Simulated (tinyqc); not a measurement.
Inside a calculation. Model: punch-through p+-n junction, ionisation integral and breakdown.

Computed by the program tinyqc: `OMP_NUM_THREADS=1 python tinyqc.py 2120003 2120004 out.jsonl`, one thread of a shared Intel Xeon 2.30GHz, about 0.06 s for the whole run. Printed values are rounded.

A p+ layer at x < 0 and an n drift layer from x = 0 to L on an n+ substrate. Depletion approximation, built-in voltage neglected. Local ionisation coefficients alpha_n = an exp(-(bn/E)^mx), alpha_p = ap exp(-(bp/E)^mx). Electrons move towards +x, holes towards x = 0.

Inputs (values chosen for the exercise); material values close to those of germanium: relative permittivity eps_r = 15.9; prefactor of the electron ionisation coefficient an = 1.62e7 1/cm; field constant for electrons bn = 1.48e6 V/cm; prefactor of the hole ionisation coefficient ap = 9.44e6 1/cm; field constant for holes bp = 1.28e6 V/cm; exponent mx = 1; donor density of the drift layer N = 4.3e15 cm^-3; thickness of the drift layer L = 3 um; reverse voltage V = 25.4 V; share of the depleted width that the grid covers fr = 1.

Constants: q = 1.602176634e-19 C, eps0 = 8.8541878128e-14 F/cm where lengths are in cm. Results are converted to the units shown.

## Field and ionisation coefficients on a grid

W = sqrt(2 eps0 eps_r V/(q N)), peak field E0 = q N W/(eps0 eps_r), falling linearly to 0 at W; if W > L the layer is punched through: W = L, E0 = V/L + q N L/(2 eps0 eps_r), falling linearly to E1 = V/L - q N L/(2 eps0 eps_r). Grid: 12 equal steps from 0 to fr W.

W = 3 um

| point | x (um) | E (kV/cm) | alpha_n (1/cm) | alpha_p (1/cm) |
|---|---|---|---|---|
| 0 | 0.00000 | 158.071 | 1390.84 | 2872.28 |
| 1 | 0.25000 | 145.837 | 634.113 | 1456.17 |
| 2 | 0.50000 | 133.603 | 250.370 | 651.877 |
| 3 | 0.75000 | 121.369 | 81.9664 | 248.172 |
| 4 | 1.00000 | 109.135 | 20.8912 | 76.0861 |
| 5 | 1.25000 | 96.9008 | 3.77036 | 17.3065 |
| 6 | 1.50000 | 84.6667 | 0.414869 | 2.56602 |
| 7 | 1.75000 | 72.4325 | 0.0216601 | 0.199658 |
| 8 | 2.00000 | 60.1984 | 3.40585e-4 | 0.00550250 |
| 9 | 2.25000 | 47.9643 | 6.43869e-7 | 2.42752e-5 |
| 10 | 2.50000 | 35.7302 | 1.66091e-11 | 2.61079e-9 |
| 11 | 2.75000 | 23.4960 | 7.13806e-21 | 2.06912e-17 |
| 12 | 3.00000 | 11.2619 | 1.36786e-50 | 4.11273e-43 |

## Ionisation integrals by the trapezoid rule

G(x) = integral from 0 to x of (alpha_n - alpha_p); I_n = integral of alpha_n exp(-G) (electrons injected at x = 0), I_p = integral of alpha_p exp(G(end) - G) (holes injected at the far edge); M = 1/(1 - I). All integrals by the trapezoid rule on the grid.

| point | G | alpha_n exp(-G) (1/cm) |
|---|---|---|
| 0 | 0.0000000 | 1390.84 |
| 1 | -0.0287936 | 652.64 |
| 2 | -0.0440881 | 261.66 |
| 3 | -0.0511845 | 86.27 |
| 4 | -0.0539520 | 22.05 |
| 5 | -0.0548112 | 3.98 |
| 6 | -0.0550073 | 0.44 |
| 7 | -0.0550364 | 0.02 |
| 8 | -0.0550387 | 0.00 |
| 9 | -0.0550387 | 0.00 |
| 10 | -0.0550387 | 0.00 |
| 11 | -0.0550387 | 0.00 |
| 12 | -0.0550387 | 0.00 |

I_n = 0.0430620
I_p = 0.0941438
M_n = 1.04500
M_p = 1.10393

A grid of 1500 steps over the whole width gives I_n = 0.04105 and I_p = 0.09091; the coarse I_n is 4.9 % above and the coarse I_p 3.6 % above those values. Holes multiply more: on this coarse grid M - 1 is 2.31 times as large for them.

## Breakdown voltage by secant steps

G(x) = integral from 0 to x of (alpha_n - alpha_p); I_n = integral of alpha_n exp(-G) (electrons injected at x = 0), I_p = integral of alpha_p exp(G(end) - G) (holes injected at the far edge); M = 1/(1 - I). Secant steps on ln I_n(V) = 0 with the integrals on a fine grid (1500 steps), from the points V = 32.5 and 40 V; stop when the step is below 1e-7 of V.

Course of the iteration:

| step | V (V) | I_n | change of V (V) |
|---|---|---|---|
| 1 | 40 | 0.718673 | 1.86 |
| 2 | 41.8561 | 0.972288 | 0.173 |
| 3 | 42.0287 | 0.999576 | 2.64e-3 |
| 4 | 42.0314 | 0.999999 | 3.29e-6 |

Breakdown at 42.031 V, with a peak field of 213.5 kV/cm and W = 3.000 um. The integral for holes reaches 1 at the same voltage.
